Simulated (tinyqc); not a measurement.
# Rectangular fin or nanosheet with a gate all round, subbands and threshold shift from confinement, step by step

Computed by the program tinyqc: `OMP_NUM_THREADS=1 python tinyqc.py 2350006 2350007 out.jsonl`, one thread of a shared Intel Xeon 2.30GHz, about 0.08 s for the whole run. Printed values are rounded.

Undoped body with a flat potential across it, hard walls, transport along x. One isotropic valley (g = 1, mx = my = mz = me). Non-parabolicity enters the subband edges through E (1 + al E) = gamma, so E = 2 gamma/(1 + sqrt(1 + 4 al gamma)); motion within a subband is taken as parabolic with the band-edge mass. Energies are counted from the bulk band edge.

Values chosen for this exercise; masses close to those of InAs:
```
symbol   value  unit                                                meaning
T          200     K                                            temperature
me      0.0234    m0                                  mass at the band edge
al         2.7  1/eV                                       non-parabolicity
t         14.9    nm                                        width (along y)
dl           0    nm  widening of the box by penetration into the insulator
H         22.4    nm                                       height (along z)
```

Constants: q = 1.602176634e-19 C, kB = 1.380649e-23 J/K, hbar = 1.054571817e-34 J s, m0 = 9.1093837015e-31 kg, Vt = kB T/q, hbar^2/(2 m0) = 0.0380998212 eV nm^2. Results are converted to the units shown.

Range of the model: Non-parabolicity also makes carriers heavier within each subband, which is left out, so densities of states are understated at high energy.

## Lowest subbands

gamma = C pi^2 [a^2/(my (t + dl)^2) + b^2/(mz (H + dl)^2)], C = hbar^2/(2 m0). List the 7 lowest, labelled by quantum numbers, with degeneracy g and N_k: N_k = g sqrt(2 mx m0 kB T/(pi hbar^2)).

```
subband	E_k (eV)	g	N_k (cm^-1)
1,1	0.0849326	1	5.80461e5
1,2	0.144282	1	5.80461e5
2,1	0.206464	1	5.80461e5
1,3	0.224519	1	5.80461e5
2,2	0.249526	1	5.80461e5
2,3	0.313094	1	5.80461e5
1,4	0.315703	1	5.80461e5
```

## Threshold shift

Each subband has N_k = g sqrt(2 mx m0 kB T/(pi hbar^2)); without degeneracy n = exp(EF/Vt) sum N_k exp(-E_k/Vt). Classical value Nc times t H, Nc = sum over valleys of 2 g (m m0 kB T/(2 pi hbar^2))^1.5 with m = (mx my mz)^(1/3). Threshold shift dVT = Vt ln(classical value/sum N_k exp(-E_k/Vt)). Use the subbands listed.

shares, subband 1,1 to 1,4 (%): 96.7873  3.0923  0.0838  0.0294  0.0069  0.0002  0.0001
sum N_k exp(-E_k/Vt) = 4342.57 cm^-1
Nc = 4.88944e16 cm^-3
classical value = 1.63190e5 cm^-1
dVT = 62.5006 mV

With all subbands dVT = 62.50 mV. The lowest edge lies at 84.9 meV; dVT is smaller than that, since sum N_k exp(-(E_k - E_1)/Vt) exceeds the classical value.
